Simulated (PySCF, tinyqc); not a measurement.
Inside a calculation. Method: CIS on RHF in the sto-6g basis, for H3-, spin multiplicity 1. The basis has no diffuse functions, so it cannot describe the extra electron: this is an exercise in the method, not the real anion. The lowest restricted solution is unstable here: a spin-polarised one lies 0.0956 hartree lower (PySCF). One step of it, computed by the program tinyqc.

Task: CIS matrix, singlets. A(ia,jb) = (e_a - e_i) d_ij d_ab + 2 (ia|jb) - (ij|ab).

orbital energies (hartree): MO1 -0.170109, MO2 0.580303, MO3 0.918537

Two-electron integrals over orbitals (pq|rs), unique and non-zero (hartree):
```
(11|11) 0.607258    (21|11) -0.036821   (21|21) 0.110781    (22|11) 0.539202
(22|21) 0.110565    (22|22) 0.716461    (31|31) 0.166114    (32|31) -0.078775
(32|32) 0.047940    (33|11) 0.607530    (33|21) -0.086425   (33|22) 0.481757
(33|33) 0.668216
```

Give: CIS matrix A, singlet.

Result:

CIS matrix A, singlet (hartree):
```
         1>3      2>3
1>3   0.8133  -0.0711
2>3  -0.0711  -0.0476
```
